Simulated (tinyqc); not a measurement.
Inside a calculation. Model: biaxially strained (001) channel, valley splitting in an inversion layer.

Computed by the program tinyqc: `OMP_NUM_THREADS=1 python tinyqc.py 2530129 2530130 out.jsonl`, one thread of a shared Intel Xeon 2.30GHz, about 0.01 s for the whole run. Printed values are rounded.

A thin layer grown on a relaxed buffer is stretched in the plane. The two valleys with their long axis along the growth direction (D2) sink against the four in-plane ones (D4); confinement in a triangular well splits them too. Only the lowest subband of each set is kept; one relaxation time, so the weakening of intervalley scattering is left out.

Inputs (values chosen for the exercise); values close to those of silicon on relaxed silicon-germanium:
```
symbol,value,unit,meaning
T,250,K,temperature
x,0.06,,germanium share of the relaxed buffer
b1,0.0418,,lattice mismatch per unit x
c11,168,GPa,elastic constant
c12,65.2,GPa,elastic constant
Xu,8.92,eV,shear deformation potential
ml,0.934,m0,longitudinal mass
mt,0.193,m0,transverse mass
F,0.97,MV/cm,confining field
Ns,6.1e11,cm^-2,inversion density
```

Constants: q = 1.602176634e-19 C, kB = 1.380649e-23 J/K, hbar = 1.054571817e-34 J s, m0 = 9.1093837015e-31 kg, Vt = kB T/q, hbar^2/(2 m0) = 0.0380998212 eV nm^2. Results are converted to the units shown.

## Strain, stress and splitting

e_par = b1 x, e_perp = -2 (c12/c11) e_par, splitting D = Xu (e_par - e_perp), in-plane stress (c11 + c12 - 2 c12^2/c11) e_par.

e_par = 0.2508 %
e_perp = -0.194669 %
D = 39.7358 meV
stress = 0.457942 GPa

## Subband edges and densities of states

Levels E(m) = 2.33811 (hbar^2 q^2 F^2/(2 m))^(1/3): E2 = E(ml), E4 = E(mt) + D; N2 = 2 mt kB T/(pi hbar^2), N4 = 4 sqrt(mt ml) kB T/(pi hbar^2).

E2 = 0.169918 eV
E4 = 0.327145 eV
N2 = 3.47374e12 cm^-2
N4 = 1.52835e13 cm^-2

Of the gap E4 - E2 = 157 meV, confinement gives 117 meV.

## Iteration 1: Fermi level by Newton steps

EF at the start = 0.17 eV

f = N2 ln(1 + exp((EF - E2)/Vt)) + N4 ln(1 + exp((EF - E4)/Vt)) - Ns, f' = [N2/(1 + exp((E2 - EF)/Vt)) + N4/(1 + exp((E4 - EF)/Vt))]/Vt, EF(new) = EF - f/f'.

f = 1.81485e12 cm^-2
f' = 8.12582e13 cm^-2/eV
EF after iteration 1 = 0.147666 eV

## Iteration 2: Fermi level by Newton steps

As before.

f = 4.51513e11 cm^-2
f' = 4.25014e13 cm^-2/eV
EF after iteration 2 = 0.137042 eV

## Course of the iteration: Fermi level by Newton steps

Stop when EF changes by less than 1e-10 eV, or after 40 iterations.

Course of the iteration:
```
iteration   EF (eV)  |change| (eV)
1          0.147666         0.0223
2          0.137042         0.0106
3          0.134426        2.62e-3
4          0.134286        1.41e-4
5          0.134285        3.87e-7
6          0.134285       2.92e-12
```

Converged in 6 iterations. At the end the number of correct digits about doubles with each step.

## Share of the light valleys and conductivity mass

EF = 0.134285 eV

EF solves Ns = N2 ln(1 + exp((EF - E2)/Vt)) + N4 ln(1 + exp((EF - E4)/Vt)); f2 is the share in D2, and 1/mc = f2/mt + (1 - f2)(1/mt + 1/ml)/2.

f2 = 0.996757
mc = 0.193249 m0

Without strain f2 would be 0.980 and mc 0.195 m0, so repopulation alone gains 0.68 % in mobility.
